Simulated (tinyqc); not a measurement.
Slope factor and drain-induced lowering from three currents.

Problem. With source and body at 0 V, I = A exp((Vg + dd Vd)/(nf Vt)) (1 - exp(-Vd/Vt)). Find nf, the swing nf Vt ln 10 and dd.

Inputs (values chosen for the exercise): temperature T = 300 K.

Constants: q = 1.602176634e-19 C, kB = 1.380649e-23 J/K, Vt = kB T/q. Results are converted to the units shown.

currents at (Vg, Vd) = (0, 0.05), (0, 0.9) and (0.11, 0.9) V (nA/um): 2.3310310e-4  0.0016225804  0.043923943

Solution. The pair at equal Vd gives nf; the pair at equal Vg, after dividing out the factors 1 - exp(-Vd/Vt), gives dd.

nf = 1.290
swing = 76.79 mV/decade
dd = 0.07000

tinyqc, about 0.03 s, one thread, Intel Xeon 2.30GHz (shared host): `OMP_NUM_THREADS=1 python tinyqc.py 2242038 2242039 out.jsonl`
